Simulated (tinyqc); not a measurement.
# Strained Delta valleys, repopulation and conductivity mass: mobility against stress

A cubic crystal with three pairs of conduction valleys along x, y and z under uniaxial stress X along [110] (X > 0 is tension); current along [110]. Non-degenerate electrons, fixed total density, one relaxation time for all valleys and stresses, masses unchanged by strain, so the mobility goes as the mean inverse mass.

Stress s_ij = X a_i a_j with a the unit vector along [110]; strain e_ii = s11 s_ii + s12 (s_jj + s_kk), e_ij = s44 s_ij/2. Valley shift dE = Xu (n.e.n - trace(e)/3) with n the valley axis; share f proportional to exp(-dE/Vt). Inverse mass along the current d = [110]: (n.d)^2/ml + (1 - (n.d)^2)/mt; mu/mu0 = sum f (1/m) over the plain mean of 1/m. The linear estimate is 1 - pi X with pi the small-stress slope -d(mu/mu0)/dX.

Parameters, values chosen for the exercise; values close to those of silicon: temperature T = 300 K; compliance s11 = 7.82 1/TPa; compliance s12 = -2.13 1/TPa; compliance s44 = 13 1/TPa; shear deformation potential Xu = 9.13 eV; longitudinal mass ml = 0.89 m0; transverse mass mt = 0.192 m0.

Constants: q = 1.602176634e-19 C, kB = 1.380649e-23 J/K, Vt = kB T/q. Results are converted to the units shown.

Results:
```
X (MPa)  splitting (meV)  largest share  mu/mu0  linear estimate
25                 1.136         0.3432   1.005            1.005
50                 2.271         0.3531   1.011            1.010
100                4.542         0.3734   1.021            1.021
200                9.084         0.4154   1.044            1.041
400                18.17         0.5024   1.090            1.083
1000               45.42         0.7434   1.218            1.207
1500               68.13         0.8746   1.287            1.311
2500               113.6         0.9759   1.341            1.518
```

Estimate the missing row, X = 700 MPa.

Computed row:
```
X (MPa)  splitting (meV)  largest share  mu/mu0  linear estimate
700                31.80         0.6311   1.158            1.145
```

With this row back in the table: The ratio mu/mu0 rises from 1.01 to 1.34; pi = -20.7e-11 1/Pa. The linear estimate of the change is 0.9928 times the computed change in the first row and 1.52 times it in the last: once the splitting is several Vt (Vt = 25.9 meV) the upper valleys are nearly empty and little is left to move. At X = 2500 MPa the stress passes 1.5 GPa, where intervalley scattering and masses change too.

Range of the model: Shear strain also changes the transverse masses of these valleys, which is left out.

tinyqc, about 0.01 s, one thread, Intel Xeon 2.30GHz (shared host): `OMP_NUM_THREADS=1 python tinyqc.py 2530093 2530094 out.jsonl`
